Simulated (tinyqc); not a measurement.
From results back to parameters: valence-band offset from core levels. Three cases, with inputs chosen for the exercise.

Problem. At an interface of A and B the binding energy of the core level of B exceeds that of A by dCL. Binding energy of a core level = (EF - Ev) + CL, with one Fermi level for both sides. Find dEv = Ev(A) - Ev(B) and dEc = Eg2 - Eg1 - dEv with the corrected (second) gaps.

Case 1.

Values chosen (out of a larger set: gaps near those of InAs and GaSb; not measured data): CL = (62.01, 84.11) eV (depth of a core level below the valence top in bulk A and bulk B); Eg1 = (0.05, 0.43) eV (gap of A: semi-local value, corrected value); Eg2 = (0.1, 0.8) eV (gap of B: semi-local value, corrected value).

dCL = 21.5050 eV

Case 2.

Values chosen (out of a larger set: gaps near those of GaAs and AlAs; not measured data): CL = (46.31, 41.52) eV (depth of a core level below the valence top in bulk A and bulk B); Eg1 = (0.48, 1.57) eV (gap of A: semi-local value, corrected value); Eg2 = (1.44, 2.31) eV (gap of B: semi-local value, corrected value).

dCL = -4.2111 eV

Case 3.

Values chosen (out of a larger set: gaps near those of Si and Ge; not measured data): CL = (50.25, 76.37) eV (depth of a core level below the valence top in bulk A and bulk B); Eg1 = (0.58, 1.15) eV (gap of A: semi-local value, corrected value); Eg2 = (0.1, 0.72) eV (gap of B: semi-local value, corrected value).

dCL = 25.5763 eV

Find: dEv; dEc.

Solution. dCL = (EF - Ev(B)) + CL_B - (EF - Ev(A)) - CL_A = dEv + CL_B - CL_A; the Fermi level drops out.

Case 1.

dEv = -0.60 eV
dEc = 0.97 eV

Case 2.

dEv = 0.58 eV
dEc = 0.16 eV

Case 3.

dEv = -0.54 eV
dEc = 0.11 eV

Computed by tinyqc, one run a case: `OMP_NUM_THREADS=1 python tinyqc.py N N+1 out.jsonl` with N = 1880622, 1880639, 1880687; one thread of a shared Intel(R) Xeon(R) Processor @ 2.30GHz, about 0.01 s a run at most.
